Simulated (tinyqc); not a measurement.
# From barrier height back to Hamaker constant A

Model: a particle near a wafer in liquid: double-layer and van der Waals forces (DLVO), deposition barrier and removal. Computed by tinyqc, a small Python program. Command: `OMP_NUM_THREADS=1 python tinyqc.py 3110792 3110793 out.jsonl dlvo inv`. One thread of a shared host (Intel(R) Xeon(R) Processor @ 2.30GHz), about 0.01 s of CPU time with the checks.

Sphere and flat wall, Derjaguin approximation, constant potentials in the linear-superposition form, no retardation and no hydration force.

Inputs (values chosen for the exercise, of the order of those for silica on copper in water):

| quantity | value | unit |
|---|---|---|
| particle radius R | 15 | nm |
| potential of the particle psi_1 | -30 | mV |
| potential of the wafer psi_2 | -29 | mV |
| salt concentration c | 0.00026 | mol/L |
| valence z of the symmetric salt | 1 | - |
| temperature T | 323 | K |
| dielectric constant of the liquid | 69.9 | - |

Constants: e = 1.602176634e-19 C; N_A = 6.02214076e+23 1/mol; eps_0 = 8.8541878128e-12 F/m; k_B = 1.380649e-23 J/K; k_B = 8.617333262e-05 eV/K.

Method:
- kappa^2 = 2 z^2 e^2 N_A (1000 c)/(eps eps_0 k_B T); gamma_i = tanh(z e psi_i/(4 k_B T)); Z = 64 pi eps eps_0 (k_B T/(z e))^2 gamma_1 gamma_2.
- U(h) = Z R exp(-kappa h) - A R/(6 h); F(h) = -dU/dh = kappa Z R exp(-kappa h) - A R/(6 h^2), positive for repulsion.
- F = 0 reads x^2 exp(-x) = y with x = kappa h and y = A kappa/(6 Z); the left side peaks at x = 2 with 4/e^2 = 0.5413, so roots exist for smaller y: x < 2 is the barrier, x > 2 the secondary minimum.

Task: A run gave the result below. Find the Hamaker constant A, known to lie between 2.3e-20 and 5.4e-20 J.

barrier height = 12.79132 k_B T

Result:

Each step takes the trial c = (a f_b - b f_a)/(f_b - f_a), f being the result less the target and a, b, c the logarithms of the listed values; c replaces end b, the old b replaces a if the sign of f changed, and otherwise f_a is halved.

Scan of the range:

| Hamaker constant A (J) | barrier height (k_B T) |
|---|---|
| 2.30e-20 | 14.3162 |
| 2.65e-20 | 13.8011 |
| 3.06e-20 | 13.2441 |
| 3.52e-20 | 12.6673 |
| 4.06e-20 | 12.0429 |
| 4.68e-20 | 11.3826 |
| 5.40e-20 | 10.6775 |

False position (Illinois rule, in the logarithm of the input) inside the bracket:

| step | end a | end b | trial | barrier height (k_B T) |
|---|---|---|---|---|
| 1 | 3.06000e-20 | 3.52000e-20 | 3.41559e-20 | 12.7943 |
| 2 | 3.52000e-20 | 3.41559e-20 | 3.41799e-20 | 12.7913 |
| 3 | 3.52000e-20 | 3.41799e-20 | 3.41802e-20 | 12.7913 |
| 4 | 3.41799e-20 | 3.41802e-20 | 3.41800e-20 | 12.7913 |

Barrier height falls at every point of a 13-point scan of the range (every second point is shown), so one value fits; it is bracketed by 3.06e-20 and 3.52e-20. Answer: Hamaker constant A = 3.418e-20 J.

Caution: kappa R is not large, so the Derjaguin approximation is only rough at gaps of the order of the Debye length.
